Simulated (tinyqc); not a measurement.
Transient enhanced diffusion after implantation: plus-n interstitials, dissolving clusters and loss to the surface: one step, computed by the program tinyqc. Command: `OMP_NUM_THREADS=1 python tinyqc.py 3020854 3020855 out.jsonl ted walk`. One thread of a shared host (Intel(R) Xeon(R) Processor @ 2.30GHz), about 0.01 s of CPU time with the checks.

The implant leaves n Q interstitials in clusters at depth R_p. While clusters last they hold the free interstitials at a supersaturation S = C_I/C_I*; interstitials drain to the surface, and the part f_I of the dopant diffusion that uses interstitials speeds up in proportion to S.

Task: Duration and total effect at this temperature. The clusters last tau = n Q/J. If they dissolve fully at this T, the extra budget is (D/D* - 1) D* tau.

Inputs (values chosen for the exercise, modelled on indium in silicon): implant dose Q = 1.8e+13 1/cm^2; interstitials kept per ion n = 1; anneal (peak) temperature T = 700 C.

Anneal: isothermal.

flux J = 2.153167e+10 1/(cm^2 s)

enhancement D/D* = 18879.91

equilibrium diffusivity D* = 2.351345e-19 cm^2/s

Give: duration tau; extra budget if complete.

Result:

duration tau = 836.0 s

extra budget if complete = 3.711e-12 cm^2
